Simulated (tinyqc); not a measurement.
X-ray photoelectron analysis of a thin oxide on a semiconductor: attenuation lengths, thickness, angle series and band offsets: one step, computed by the program tinyqc. Command: `OMP_NUM_THREADS=1 python tinyqc.py 3110387 3110388 out.jsonl xps walk`. One thread of a shared host (Intel(R) Xeon(R) Processor @ 2.30GHz), about 0.01 s of CPU time with the checks.

The same element is seen in the oxide and in the substrate, at nearly the same kinetic energy; films are flat and uniform, and the work function is ignored.

Problem. Band offsets by core levels. Valence band offset = (E_core - E_v)(substrate) - (E_core - E_v)(oxide) + (core level separation at the interface, oxide less substrate). The separation is made here from the given offset; a uniform field F that raises the binding energy towards the surface shifts the oxide peak by e F <z>, <z> = d/(1 - exp(-x)) - d/x, x = d/(L_o cos theta), being the mean distance from the interface. Conduction band offset = oxide gap - substrate gap - valence band offset.

Inputs (values chosen for the exercise, modelled on SiO2 on 4H-SiC):
```
quantity,value,unit
oxide gap,9.07,eV
substrate gap,3.26,eV
oxide thickness d,1.2,nm
valence band offset used to make the data,2.85,eV
"core level less valence band top, substrate",99.04,eV
"core level less valence band top, thick oxide",98.74,eV
field in the oxide,0.086,MV/cm
```

d/(L_o cos theta) = 0.7609899

Give: separation without field; <z>; separation with field; apparent valence band offset; true conduction band offset; apparent conduction band offset.

Solution.

separation without field = 2.55 eV

<z> = 0.67537 nm

separation with field = 2.5558 eV

apparent valence band offset = 2.8558 eV

true conduction band offset = 2.96 eV

apparent conduction band offset = 2.9542 eV

The field biases both offsets by 0.0058 eV, in opposite directions.
